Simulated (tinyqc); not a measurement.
# Intrinsic and extrinsic failures together

All devices wear out with slope 1.5 and scale t63; the share 0.1 also has a flaw with slope 0.44 and scale 0.03 t63: 1 - F = exp(-(t/t63)^1.5) [1 - 0.1 + 0.1 exp(-(t/(0.03 t63))^0.44)]. W = ln(-ln(1 - F)); the local slope is dW/d ln t.

Inputs (values chosen for the exercise):
- t63 = 45 s (characteristic time of a test capacitor)

Result of one run:

| F | W | local slope | F of wear-out alone |
|---|---|---|---|
| 0.005160 | -5.264 | 0.4296 | 2.322e-7 |

Which time t gave this result: 0.0017, 0.024, 0.092, 19 or 73 s?

t = 0.0017 s.

The whole series:

| t (s) | F | W | local slope | F of wear-out alone |
|---|---|---|---|---|
| 0.00044 | 0.002880 | -5.848 | 0.4342 | 3.057e-8 |
| 0.0017 | 0.005160 | -5.264 | 0.4296 | 2.322e-7 |
| 0.0064 | 0.009057 | -4.700 | 0.4216 | 1.696e-6 |
| 0.024 | 0.01563 | -4.151 | 0.4077 | 1.232e-5 |
| 0.092 | 0.02650 | -3.617 | 0.3849 | 9.244e-5 |
| 0.35 | 0.04308 | -3.123 | 0.3550 | 6.857e-4 |
| 1.3 | 0.06719 | -2.666 | 0.3541 | 0.004898 |
| 5.1 | 0.1177 | -2.078 | 0.5714 | 0.03744 |
| 19 | 0.3128 | -0.9803 | 1.114 | 0.2399 |
| 73 | 0.8860 | 0.7753 | 1.428 | 0.8733 |

The local slope goes from 0.434 through a minimum of 0.354 (at t = 1.3 s among the rows listed) to 1.43. At early times the flawed share sets F, 94200 times the wear-out value in the first row, so a line fitted to the steep upper part says nothing about low percentiles.

Numbers from tinyqc (`OMP_NUM_THREADS=1 python tinyqc.py 2070016 2070017 out.jsonl`; about 0.01 s on one thread of a shared Intel Xeon 2.30GHz).
